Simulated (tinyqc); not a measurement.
From results back to parameters: electrons shared among three sets of ellipsoidal valleys. Three cases, with inputs chosen for the exercise.

Problem. An ellipsoidal valley with ml > mt has m_d = (ml mt^2)^(1/3) and 1/m_c = (1/ml + 2/mt)/3.
Find: K = ml/mt; ml; mt.

Method. m_d/m_c = K^(1/3) (2 + 1/K)/3 rises steadily for K > 1, so it fixes K; then mt = m_d/K^(1/3) and ml = K mt.

Case 1.

m_d = 0.320405 m0
m_c = 0.259639 m0

Solution.

K = ml/mt = 4.68
ml = 0.896 m0
mt = 0.1916 m0

Case 2.

m_d = 0.223672 m0
m_c = 0.114433 m0

Solution.

K = ml/mt = 23.67
ml = 1.844 m0
mt = 0.0779 m0

Case 3.

m_d = 0.301650 m0
m_c = 0.212900 m0

Solution.

K = ml/mt = 8.00
ml = 1.207 m0
mt = 0.1508 m0

Computed by tinyqc, one run a case: `OMP_NUM_THREADS=1 python tinyqc.py N N+1 out.jsonl` with N = 1651855, 1651877, 1651956; one thread of a shared Intel(R) Xeon(R) Processor @ 2.30GHz, about 0.03 s a run at most.
